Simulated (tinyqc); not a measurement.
Double-gate transistor, scale length and short-channel effects: two steps of the calculation.

A body of thickness ts between two insulators of thickness ti and two tied gates. Below threshold the potential that source and drain add obeys Laplace's equation and vanishes on the gate. Its lowest mode decays along the channel as exp(-k y); k is the smallest positive root of the matching condition at the interface, and the scale length is Lambda = pi/k.

Values chosen for this exercise; permittivities: semiconductor close to that of germanium, insulator close to that of silicon nitride: relative permittivity of the semiconductor eps_r = 16.2; relative permittivity of the insulator ei = 7.4; insulator thickness ti = 1.6 nm; body thickness ts = 8.2 nm.

Problem 1. Scan of the matching condition. f(k) = ei cos(k ti) cos(k ts/2) - eps_r sin(k ti) sin(k ts/2).

k, point 0 to 7 (1/nm): 0.04125  0.0825  0.12375  0.165  0.20625  0.2475  0.28875  0.33

Find: f(k).

Solution 1.

f(k), point 0 to 7: 7.099  6.212  4.793  2.924  0.715  -1.704  -4.188  -6.588

The first change of sign lies between k = 0.20625 and 0.2475 1/nm.

Problem 2. Scale length against simple estimates. Lambda = pi/k and l = 1/k. A parabolic potential across the structure gives l(parabolic) = sqrt((eps_r/(2 ei)) ts ti (1 + ei ts/(4 eps_r ti))).

k = 0.21870698 1/nm

Give: Lambda; l; l(parabolic).

Solution 2.

Lambda = 14.36 nm
l = 4.572 nm
l(parabolic) = 4.771 nm

Program tinyqc, `OMP_NUM_THREADS=1 python tinyqc.py 2420160 2420161 out.jsonl`; Intel Xeon 2.30GHz, shared host, one thread, about 0.01 s.
